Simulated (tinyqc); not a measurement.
Harmonic transition-state theory with quantum, tunnelling and friction corrections: one step, computed by the program tinyqc. Command: `OMP_NUM_THREADS=1 python tinyqc.py 3012659 3012660 out.jsonl rates walk`. One thread of a shared host (Intel(R) Xeon(R) Processor @ 2.30GHz), about 0.01 s of CPU time with the checks.

One atom hops between equivalent sites; three modes at the minimum and two real modes at the saddle are treated as harmonic, the rest of the crystal as unchanged; melting is ignored, so hot rows may lie above the melting point.

Question. Classical rate and diffusivity. Vineyard: nu* = product of minimum frequencies / product of real saddle frequencies; k_cl = nu* exp(-E_b/(k_B T)). Activation entropy S = k_B ln(nu* h/(k_B T)); for uncorrelated jumps D = z k d^2/6 and D0 = z nu* d^2/6; 1 angstrom^2 = 1e-16 cm^2.

Inputs (values chosen for the exercise, modelled on interstitial hydrogen in silicon):

| quantity | value | unit |
|---|---|---|
| barrier E_b | 0.469 | eV |
| temperature T | 356 | K |
| jump length d | 1.92 | angstrom |
| number of jump directions z | 6 | - |

Lattice of sites: three-dimensional.

frequencies at the minimum (THz): 33.1  38.8  43.8

real frequencies at the saddle (THz): 41.2  59.3

Constants: k_B = 8.617333262e-05 eV/K; h x 1 THz = 4.135667696 meV.

Give: prefactor nu*; classical rate k_cl; activation entropy in the Eyring form; classical diffusivity D; prefactor D0.

Answer.

prefactor nu* = 23.024 THz

classical rate k_cl = 5.2808e+06 1/s

activation entropy in the Eyring form = 1.1327 k_B

classical diffusivity D = 1.9467e-09 cm^2/s

prefactor D0 = 0.0084876 cm^2/s

Caution: h nu exceeds k_B T, so zero-point and tunnelling corrections to the classical rate matter.
